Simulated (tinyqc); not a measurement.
# The weight eta from points of equal mobility

Problem. If the mobility depends on E = q (Ndep + eta Ns)/(eps0 eps_r) alone, two points of equal mobility on its falling branch have equal E. Find eta and E.

Parameters, values chosen for the exercise: relative permittivity of the semiconductor eps_r = 11.5.

Constants: q = 1.602176634e-19 C, eps0 = 8.8541878128e-14 F/cm where lengths are in cm. Results are converted to the units shown.

Ndep at two body biases (cm^-2): [4.8512947e12, 7.7304773e12]
Ns at which the mobility is the same (cm^-2): [2.1e13, 1.5001703e13]

Answer. eta is the ratio of the differences of Ndep and Ns.

eta = 0.480
E = 2.35 MV/cm

Numbers from tinyqc (`OMP_NUM_THREADS=1 python tinyqc.py 2510168 2510169 out.jsonl`; about 0.01 s on one thread of a shared Intel Xeon 2.30GHz).
